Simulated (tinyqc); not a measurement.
Mobility of a non-polar semiconductor in the relaxation-time approximation: one step, computed by the program tinyqc.

Each valley is treated as a sphere of mass m_d for states and rates, with one isotropic relaxation time; the conductivity mass m_c sets the current.

Problem. Rates at a few energies. Parabolic band: E = hbar^2 k^2/(2 m), speed v = hbar k/m, states per spin, volume and energy g(E) = m k/(2 pi^2 hbar^2). Here m = m_d. Masses are multiplied by m_0 and all formulas are in SI units. Phonon occupation N_q = 1/(exp(hbar w/(k_B T)) - 1). Acoustic deformation potential (elastic, equipartition, absorption and emission together): 1/tau = 2 pi k_B T D_A^2 g(E)/(hbar rho v_l^2). Optical or intervalley deformation potential: 1/tau = (pi Z_f D_o^2/(rho w)) [N_q g(E + hbar w) + (N_q + 1) g(E - hbar w)], with g = 0 below the band edge. Each optical term is multiplied by (1 - f(E'))/(1 - f(E)), E' the final energy, for Pauli blocking. Singly charged impurities, momentum relaxation: 1/tau = N_I e^4 m (1 + 2 alpha E) Phi/(8 pi (eps_s eps_0)^2 hbar^3 k^3), with alpha = 0 for a parabolic band. Brooks-Herring: Phi = ln(1 + b) - b/(1 + b), b = 4 k^2 L_s^2.

Inputs (values chosen for the exercise, for a model non-polar semiconductor): static permittivity eps_s = 12.8; density rho = 4850 kg/m^3; sound velocity v_l = 8070 m/s; acoustic deformation potential D_A = 6 eV; phonon energy hbar w = 58.2 meV; optical or intervalley deformation potential D_o = 6.7 1e8 eV/cm; final valleys Z_f = 3; temperature T = 100 K.

Band: parabolic. Impurity formula: Brooks-Herring. Further scattering: none.

reduced Fermi level eta = 1.662147

density-of-states mass m_d = 0.6349604 m_0

ionised impurity density N_I = 2.30e+19 1/cm^3

screening length L_s = 0.6873144 nm

Constants: k_B = 8.617333262e-05 eV/K; k_B = 1.380649e-23 J/K; e = 1.602176634e-19 C; hbar = 1.054571817e-34 J s; m_0 = 9.1093837015e-31 kg; hbar = 6.582119569e-16 eV s; eps_0 = 8.8541878128e-12 F/m.

Give: Rates (1e12/s) at E = (max(eta, 0) + 0.5, 1, 2, 4) k_B T.

Solution.

Rates (1e12/s) at E = (max(eta, 0) + 0.5, 1, 2, 4) k_B T:
```
E (meV)  acoustic   optical  ionised impurity
18.632    0.35336  0.014155            12.298
22.941    0.39209  0.012389            12.176
31.558    0.45988  0.010818            11.631
48.793    0.57183  0.010595            10.263
```
